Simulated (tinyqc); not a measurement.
Against the doping: band-to-band tunnelling and avalanche in a reverse-biased abrupt junction. Computed by tinyqc, a small Python program. Command: `OMP_NUM_THREADS=1 python tinyqc.py 3002053 3002054 out.jsonl zener walk`. One thread of a shared host (Intel(R) Xeon(R) Processor @ 2.30GHz), about 0.01 s of CPU time with the checks.

Direct Kane tunnelling in the local field (for indirect gaps the mass is an effective fit) and one ionisation coefficient for both carriers. N is the doping of the light side, or N_A N_D/(N_A + N_D) for the symmetric junction; the built-in voltage is taken as E_g/e.

Inputs (values chosen for the exercise, modelled on germanium): band gap at 300 K, E_g = 0.651 eV; gap narrowing with temperature, -dE_g/dT = 0.4 meV/K; reduced tunnelling mass m_r = 0.038 m_0; permittivity eps = 16; ionisation prefactor a = 1.2e+07 1/cm; ionisation field at 300 K, b = 1.35e+06 V/cm; relative rise of b with temperature = 3 1e-4/K; effective doping N = 3.5e+17 1/cm^3; current density that defines tunnel breakdown, J_0 = 10 A/cm^2; temperature T = 300 K.

Junction: one-sided.

Constants: eps_0 = 8.8541878128e-12 F/m; e = 1.602176634e-19 C; m_0 = 9.1093837015e-31 kg; hbar = 1.054571817e-34 J s.

Method:
- E_g(T) = E_g - (T - 300 K)(-dE_g/dT); b(T) = b [1 + (rise)(T - 300 K)]; w = sqrt(2 eps eps_0 (V_R + E_g/e)/(e N)); F_m = 2 (V_R + E_g/e)/w; the field falls linearly from F_m to 0 across w.
- Kane: G(F) = A F^2 exp(-B/F), A = e^2 sqrt(m_r)/(18 pi hbar^2 sqrt(E_g)), B = pi sqrt(m_r) E_g^(3/2)/(2 e hbar), SI units; J = e int G dx x V_R/(V_R + E_g/e), the last factor making J vanish at zero bias; int G dx = (w/F_m) int_0^F_m G dF by 64 Gauss-Legendre points.
- Avalanche: I = (w/F_m) int_0^F_m a exp(-b/F) dF by 64 Gauss-Legendre points, M = 1/(1 - I), breakdown at I = 1.
- V_Z solves J = J_0 and V_A solves I = 1; the lower one is the breakdown voltage; temperature coefficients by a central difference of +/- 10 K.

Breakdown:
```
N (1/cm^3)     V_Z (V)  V_A (V)  F_m at breakdown (MV/cm)       first
7.00e+15    8.0958e+01   30.660                   0.22265   avalanche
1.80e+16    3.4329e+01   15.025                   0.25263   avalanche
4.20e+16    1.5785e+01    7.973                   0.28623   avalanche
1.00e+17    6.9841e+00    4.154                   0.32966   avalanche
2.10e+17    3.3471e+00    2.338                   0.37679   avalanche
3.50e+17    1.9315e+00    1.539                   0.41640   avalanche
7.00e+17    8.0790e-01    0.820                   0.48061  tunnelling
1.80e+18    1.1473e-01    0.251                   0.55835  tunnelling
```

What does the comparison show, and why?

The mechanism changes between 3.50e17 and 7.00e17 per cm^3. Across the table V_Z + E_g/e scales as N^-0.84 and V_A as N^-0.87: tunnelling needs a nearly fixed field, while avalanche in a thinner layer needs a higher one. Rows with V_Z below E_g/e understate it, since the local Kane formula overestimates the current there. Rows with V_A below about 5 E_g/e understate it, since the local law ignores the distance a carrier needs to reach the ionisation energy; silicon and germanium junctions change over near 4 to 6 E_g/e.

Extremes, crossings and ranges named in words are read from the listed rows.
